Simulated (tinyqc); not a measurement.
Comparisons within one model: propagation of a band-gap error through k.p and effective-mass formulas. A value that a table varies takes the place of the one given here.

Chain, for a gap E (the reference Eg or another value), with Ep and Dso kept: 1/me = 1 + Ep (E + 2 Dso/3)/(E (E + Dso)); g* = 2 - 2 Ep Dso/(3 E (E + Dso)); g1(E) = g1 + (Ep/3)(1/E - 1/Eg), g2(E) = g2 + (Ep/6)(1/E - 1/Eg), light hole 1/(g1 + 2 g2), heavy hole 1/(g1 - 2 g2) along [100]; optical constant ei(E) = 1 + (ei - 1)(EP/(EP + E - Eg))^2, static e0(E) = ei(E) + e0 - ei.

Donor: R = Ry me/e0^2, a_B = a0 e0/me, Mott density (0.26/a_B)^3. Nc, Nv = 2 (m kT/(4 pi c))^(3/2), c = hbar^2/2m0, ni = sqrt(Nc Nv) exp(-E/2kT). Exciton: Ry mu/e0^2 with 1/mu = 1/me + g1(E). 1 angstrom^-3 = 1e24 cm^-3.

Constants: Ry = 13.60569312 eV; a0 (Bohr radius) = 0.5291772105 angstrom; kB = 8.617333262e-05 eV/K; hbar^2/2m0 = 3.80998211 eV angstrom^2.

Parameters, chosen for this exercise (reference values near those of GaAs, gap at low temperature; shifted at random, so the results belong to these values and not to a real crystal):
```
symbol  value  unit  meaning
Eg      1.549  eV    gap at Gamma to the s-like level
Dso     0.339  eV    spin-orbit splitting
Ep      26.1   eV    Kane energy
g1      6.99         Luttinger gamma1
g2      2.06         gamma2
e0      13.04        static dielectric constant
ei      10.94        optical dielectric constant
EP      5.03   eV    mean (Penn) gap
mh      0.54   m0    density-of-states mass of the holes
T       300    K     temperature
Eg2     0.604  eV    a wrong gap, of the size a semi-local functional can give
```

## The size of the error

E = f Eg; ratios against f = 1.

Results:
```
f     E (eV)  me ratio  light-hole ratio  e0 ratio  donor ratio  Mott ratio       g*  log10 ni ratio
0.25   0.387     0.291             0.248     1.527        0.125     0.00691  -18.974            9.36
0.40   0.620     0.441             0.397     1.385        0.230      0.0324   -7.931            7.54
0.60   0.929     0.634             0.597     1.229        0.419       0.137   -3.004            5.06
0.80   1.239     0.819             0.798     1.103        0.673       0.410   -1.016            2.54
1.00   1.549     1.000             1.000     1.000        1.000        1.00   -0.017            0.00
1.20   1.859     1.176             1.203     0.914        1.407        2.13    0.556           -2.55
1.50   2.324     1.433             1.508     0.810        2.183        5.53    1.047           -6.39
2.00   3.098     1.841             2.022     0.683        3.943        19.6    1.446          -12.81
```

What can be read from the table?

Between f = 0.8 and 1.2 the mean powers d ln(ratio)/d ln f are 0.89 for me, 1.01 for the light hole, -0.46 for e0, 1.82 for the donor energy and 4.07 for the Mott density; ni moves by -0.82 decades per 0.1 eV, against -0.1 eV/(2 kT ln 10) = -0.84 from the exponential alone, the rest coming from Nc through me^(3/4). g* changes sign between f = 1.00 and 1.20; the place of this zero hangs on remote bands, which are left out.

## What each input does

All at E = Eg2. Each row changes one parameter from the base and keeps the others.

Results:
```
case            me (m0)  light hole (m0)     e0  donor (meV)  exciton (meV)  log10 ni
base             0.0256           0.0349  18.17        1.056          0.752    12.932
Eg2 = 0.652 eV   0.0274           0.0376  17.82        1.175          0.837    12.551
Dso = 0.312 eV   0.0254           0.0349  18.17        1.048          0.748    12.930
Ep = 24.012 eV   0.0278           0.0367  18.17        1.145          0.807    12.958
g1 = 7.549       0.0256           0.0342  18.17        1.056          0.744    12.932
EP = 5.432 eV    0.0256           0.0349  17.67        1.117          0.795    12.932
ei = 10.065      0.0256           0.0349  17.72        1.110          0.791    12.932
mh = 0.583 m0    0.0256           0.0349  18.17        1.056          0.752    12.957
T = 276 K        0.0256           0.0349  18.17        1.056          0.752    12.436
```

How do the results move?

The largest shifts from the base row, up to three for each result and ties (the steps differ in size, so this ranks the rows, not the parameters). me (m0): Ep +0.0022, Eg2 +0.0018, Dso -0.0002; unchanged at the printed digits by g1, EP, ei, mh and T. light hole (m0): Eg2 +0.0028, Ep +0.0018, g1 -0.0007; unchanged at the printed digits by Dso, EP, ei, mh and T. e0: EP -0.50, ei -0.45, Eg2 -0.35; unchanged at the printed digits by Dso, Ep, g1, mh and T. donor (meV): Eg2 +0.119, Ep +0.089, EP +0.061; unchanged at the printed digits by g1, mh and T. exciton (meV): Eg2 +0.085, Ep +0.055, EP +0.043; unchanged at the printed digits by mh and T. log10 ni: T -0.495, Eg2 -0.381, Ep +0.026; unchanged at the printed digits by g1, EP and ei.

Run: tinyqc, `OMP_NUM_THREADS=1 python tinyqc.py 1850063 1850064 out.jsonl`; Intel(R) Xeon(R) Processor @ 2.30GHz, one thread, shared host; about 0.01 s of CPU time with all checks.
